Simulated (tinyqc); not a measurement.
p-type polysilicon, carrier trapping at grain boundaries: two steps of the calculation.

One-dimensional grains of size Lg, uniform ionised doping N, monovalent traps Qt at each boundary at a depth Et below (for electrons) or above (for holes) the band edge there, abrupt depletion of width W on each side of a boundary, Boltzmann statistics. xi is the distance from the band edge at the grain centre to the Fermi level. Trapped charge Qt/(1 + exp((xi + VB - Et)/Vt)) = 2 N W, barrier VB = q N W^2/(2 eps0 eps_r).

Values chosen for this exercise; values of the order met in polycrystalline silicon:
- T = 300 K (temperature)
- eps_r = 11.7 (relative permittivity)
- NB = 2.65e19 cm^-3 (valence-band density of states at T)
- Lg = 94 nm (grain size)
- Qt = 1.6e12 cm^-2 (trap density of a grain boundary)
- Et = 0.45 eV (depth of the trap level from the majority band edge at the boundary)
- ms = 0.51 m0 (mass for thermionic emission)
- fe = 0.5 (correction factor of the emission rate)
- mug = 220 cm^2/(V s) (mobility inside the grains)
- N = 6.6e16 cm^-3 (doping)

Constants: q = 1.602176634e-19 C, kB = 1.380649e-23 J/K, m0 = 9.1093837015e-31 kg, Vt = kB T/q, eps0 = 8.8541878128e-14 F/cm where lengths are in cm. Results are converted to the units shown.

Problem 1. Depletion width, Fermi level and barrier. If the trap equation with xi = Vt ln(NB/N) has a root W < Lg/2, the grain is partly depleted; otherwise W = Lg/2 and the trap equation gives xi = Et - VB + Vt ln(Qt/(N Lg) - 1). N* = Qt/Lg.

Wanted: N*; W; xi; VB; share of traps filled.

Solution 1.

N* = 1.7021e17 cm^-3
W = 47.000 nm
xi = 0.34907 V
VB = 0.11274 V
share of traps filled = 0.38775

N is 0.388 N*, and the grain is fully depleted; VB = 4.36 Vt.

Problem 2. Resistivity and effective mobility. n0 = NB exp(-xi/Vt); mean density n0 (1 - 2 W/Lg) by charge balance in a partly depleted grain, and n0 (sqrt(pi)/2) erf(u)/u with u = sqrt(VB/Vt) in a fully depleted one; v = sqrt(kB T/(2 pi ms m0)); barrier resistivity Vt exp(VB/Vt)/(q fe n0 v Lg); grain resistivity (1 - 2 W/Lg)/(q n0 mug); effective mobility 1/(q mean density total resistivity).

W = 47 nm
xi = 0.34906675 V
VB = 0.11274193 V

Find: n0; mean density; v; barrier resistivity; grain resistivity; resistivity; effective mobility.

Solution 2.

n0 = 3.624e13 cm^-3
mean density = 1.533e13 cm^-3
v = 3.767e6 cm/s
barrier resistivity = 1.970e4 ohm cm
grain resistivity = 0.000 ohm cm
resistivity = 1.970e4 ohm cm
effective mobility = 20.66 cm^2/(V s)

The resistivity is 45800 times that of a single crystal with the same N and mobility mug, and the mean density is 0.0232 % of N.

tinyqc, about 0.01 s, one thread, Intel Xeon 2.30GHz (shared host): `OMP_NUM_THREADS=1 python tinyqc.py 2830232 2830233 out.jsonl`
